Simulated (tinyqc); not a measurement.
## Trap density from the barrier height

Question. In a partly depleted grain with all boundary traps filled, 2 N W = Qt and VB = q N W^2/(2 eps0 eps_r). Find Qt, W and the doping at which VB would equal Vt.

Inputs (values chosen for the exercise): temperature T = 300 K; relative permittivity eps_r = 11.7.

Constants: q = 1.602176634e-19 C, kB = 1.380649e-23 J/K, Vt = kB T/q, eps0 = 8.8541878128e-14 F/cm where lengths are in cm. Results are converted to the units shown.

doping = 1.8e18 cm^-3
barrier height = 0.090325278 V

Answer. Eliminating W gives VB = q Qt^2/(8 eps0 eps_r N), which falls as 1/N.

Qt = 2.900e12 cm^-2
W = 8.056 nm
doping for VB = Vt = 6.289e18 cm^-3

Computed by the program tinyqc: `OMP_NUM_THREADS=1 python tinyqc.py 2830067 2830068 out.jsonl`, one thread of a shared Intel Xeon 2.30GHz, about 0.01 s for the whole run.
